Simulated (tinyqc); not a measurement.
What moves the results: Fermi-Dirac statistics of conduction electrons. A value that a table varies takes the place of the one given here.

Non-parabolic band E (1 + alpha E) = c k^2/m: n = Nc (2/sqrt(pi)) integral_0^infinity sqrt(x (1 + a x)) (1 + 2 a x) dx/(1 + exp(x - eta)) with a = alpha kT and eta = (EF - Ec)/kT; a = 0 gives n = Nc F_1/2(eta).

Constants: hbar^2/2m0 = 3.80998211 eV angstrom^2; kB = 8.617333262e-05 eV/K.

Inputs chosen for the exercise (near those of Ge, lowest valleys alone; not measured data): m = 0.5529 m0 (density-of-states mass of the conduction band); T = 77 K; alpha = 0.71 1/eV (non-parabolicity); m1 = 0.0815 m0 (mass of one isotropic band with spin); L = 30 angstrom (confinement length used to compare densities); n = 4.7e+18 1/cm^3 (electron density).

## Parabolic against non-parabolic filling

N = 2 (m kB T/(4 pi c))^(3/2) with c = hbar^2/2m0, in 1/angstrom^3; times 1e24 for 1/cm^3. k_F = (3 pi^2 n)^(1/3) and the energy E0 that solves E (1 + alpha E) = c k_F^2/m give the limit of zero temperature.

EF - Ec (meV):
```
n (1/cm^3),parabolic,non-parabolic,"non-parabolic, 0 K"
1.0e+17,-17.1,-17.2,1.4
5.0e+17,-5.7,-5.8,4.1
2.0e+18,6.1,5.9,10.4
7.0e+18,22.4,21.9,23.7
2.0e+19,47.8,46.1,47.0
7.0e+19,111.7,103.8,104.3
```

What does this show?

Non-parabolicity lowers EF by 0.1 meV at the lowest density and by 7.9 meV at the highest, where alpha (EF - Ec) = 0.07. Temperature lowers EF below its 0 K value by 18.6 meV at the lowest density and by 0.5 meV at the highest. EF enters the band between 5e+17 and 2e+18 1/cm^3. In Ge the Gamma and Delta valleys, 0.14 and 0.18 eV up, would start to fill in the rows with EF above about 100 meV.

## Dimension (statistics of electrons in three, two and one dimensions)

One band edge at E = 0, lambda = sqrt(4 pi c/(m1 kT)) with c = hbar^2/2m0. Densities with spin: n3 = (2/lambda^3) F_1/2(eta), n2 = (2/lambda^2) F_0(eta) with F_0 = ln(1 + exp(eta)), n1 = (2/lambda) F_-1/2(eta). F_j(eta) = (1/Gamma(j + 1)) integral_0^infinity x^j dx/(1 + exp(x - eta)), which tends to exp(eta) for eta << 0.

The last two columns turn the sheet and line densities into volume densities, n2/L and n1/L^2, over n3.

Densities:
```
eta,n3 (1/cm^3),n2 (1/cm^2),n1 (1/cm),(n2/L)/n3,(n1/L^2)/n3
-4,1.38e+15,4.10e+09,1.22e+04,9.89,97.7
-2,9.82e+15,2.87e+10,8.31e+04,9.74,94.1
-1,2.49e+16,7.08e+10,1.98e+05,9.48,88.2
0,5.81e+16,1.57e+11,4.07e+05,8.98,77.8
1,1.20e+17,2.97e+11,6.90e+05,8.27,64.1
2,2.14e+17,4.80e+11,9.84e+05,7.47,51.0
4,4.94e+17,9.08e+11,1.47e+06,6.12,33.0
8,1.32e+18,1.81e+12,2.13e+06,4.57,18.0
```

lambda = 297.5 angstrom

What does this show?

Far below the edge all three follow exp(eta), and the ratios tend to lambda/L = 9.918 and its square. From eta = 4 to 8 the densities grow by 2.67, 1.99 and 1.45, near the powers 2^(3/2), 2 and 2^(1/2) that the densities of states E^(1/2), E^0 and E^(-1/2) give. One subband serves while EF stays several kT below the second, 231.8 kT up for hard walls; rows with a larger eta, if any, overfill it.

## What moves the Fermi level

N = 2 (m kB T/(4 pi c))^(3/2) with c = hbar^2/2m0, in 1/angstrom^3; times 1e24 for 1/cm^3. Each row changes one parameter from the base and keeps the others.

Results:
```
case,parabolic EF - Ec (meV),non-parabolic EF - Ec (meV)
base,16.17,15.79
m = 0.6082 m0,14.22,13.87
T = 52 K,17.51,17.21
n = 2.35e+18 1/cm^3,7.73,7.49
alpha = 1.065 1/eV,16.17,15.60
```

What does this show?

The largest shifts from the base row, up to three for each result and ties (the steps differ in size, so this ranks the rows, not the parameters). parabolic EF - Ec (meV): n -8.44, m -1.96, T +1.34; unchanged at the printed digits by alpha. non-parabolic EF - Ec (meV): n -8.29, m -1.92, T +1.42.

Program tinyqc; command `OMP_NUM_THREADS=1 python tinyqc.py 1650834 1650835 out.jsonl`; about 0.01 s on one thread of a shared Intel(R) Xeon(R) Processor @ 2.30GHz.
